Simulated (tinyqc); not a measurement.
Junctionless gate-all-around wire, depletion approximation: two steps of the calculation.

A uniformly doped n-type wire of radius R under a surrounding gate; long channel. Below flat band a shell from radius rc to R is fully depleted and the neutral core, at channel potential V (0 at the source, Vd at the drain), carries the current with constant mobility; s = (rc/R)^2 is the share of the cross-section that conducts. The edge of the depleted shell is taken as abrupt, so there is no subthreshold current.

Values chosen for this exercise; material values close to those of silicon:

| symbol | value | unit | meaning |
|---|---|---|---|
| eps_r | 11.5 |  | relative permittivity of the semiconductor |
| eox | 3.9 |  | relative permittivity of the gate insulator |
| tox | 3.6 | nm | insulator thickness |
| R | 8 | nm | wire radius |
| Nd | 8.3e18 | cm^-3 | donor density |
| Vfb | 0.32 | V | flat-band voltage |
| mu | 87 | cm^2/(V s) | effective mobility in the wire |
| L | 0.05 | um | gate length |
| Vd | 0.05 | V | drain voltage |

Constants: q = 1.602176634e-19 C, eps0 = 8.8541878128e-14 F/cm where lengths are in cm. Results are converted to the units shown.

Question 1. Voltages that deplete the wire. Cox = eps0 eox/(R ln(1 + tox/R)); A = q Nd R^2/(4 eps0 eps_r); B = q Nd R/(2 Cox); VT = Vfb - A - B.

Give: Cox; A; B; VT.

Answer 1.

Cox = 1.162 uF/cm^2
A = 0.2090 V
B = 0.4579 V
VT = -0.3468 V

Of the 0.667 V needed, 68.7 % drops over the insulator. The device is normally on.

Question 2. Core radius, conductance and current. s solves Vfb - Vg + V = A (1 - s + s ln s) + B (1 - s), and s = 0 where the left side exceeds A + B. I = (q mu Nd pi R^2/L)[g(s0) - g(sL)], g = A (s^2/4 - (s^2/2) ln s) + B s^2/2, with s0 at V = 0 and sL at V = Vd. rc = R sqrt(s0); the small-signal conductance at Vd = 0 is q mu Nd pi R^2 s0/L.

s0 = 0.73390451
sL = 0.64069127
A = 0.20895939 V
B = 0.45788692 V

Wanted: rc at the source; conductance; I.

Answer 2.

rc at the source = 6.8535 nm
conductance = 34.143 uS
I = 1.5978 uA

Computed by the program tinyqc: `OMP_NUM_THREADS=1 python tinyqc.py 2460095 2460096 out.jsonl`, one thread of a shared Intel Xeon 2.30GHz, about 0.01 s for the whole run.
